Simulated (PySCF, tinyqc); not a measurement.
Worked calculation: coupled-perturbed Hartree-Fock on RHF in the sto-6g basis, for H6, spin multiplicity 1. The lowest restricted solution is unstable here: a spin-polarised one lies 0.0033 hartree lower (PySCF). The polarisability along this axis is zero because the basis has no function that the field can mix in; the real value is not. One step of it, computed by the program tinyqc.

Problem. Orthogonalisation. S = U s U^T; canonical form X = U s^(-1/2), so that X^T S X = 1. Each column of U has its largest component positive (the first on a tie).

overlap S, lower triangle:
```
          1H 1s     2H 1s     3H 1s     4H 1s     5H 1s     6H 1s
1H 1s  1.000000
2H 1s  0.425879  1.000000
3H 1s  0.051555  0.303385  1.000000
4H 1s  0.006666  0.051555  0.425879  1.000000
5H 1s  0.000381  0.004055  0.051644  0.303806  1.000000
6H 1s  0.000027  0.000381  0.006679  0.051644  0.425879  1.000000
```

Give: eigenvalues of S; X.

Solution.

eigenvalues of S: 0.4034  0.5217  0.6930  1.1690  1.4736  1.7393

X:
```
             1        2        3        4        5       6
1H 1s  -0.3876  -0.6145  -0.5634   0.4417   0.3859  0.2076
2H 1s   0.6310   0.7230   0.3505   0.2327   0.4153  0.3071
3H 1s  -0.8301  -0.2447   0.5302  -0.4223   0.1357  0.3869
4H 1s   0.8308  -0.2437  -0.5300  -0.4220  -0.1354  0.3872
5H 1s  -0.6327   0.7218  -0.3507   0.2330  -0.4147  0.3077
6H 1s   0.3886  -0.6135   0.5637   0.4421  -0.3853  0.2080
```
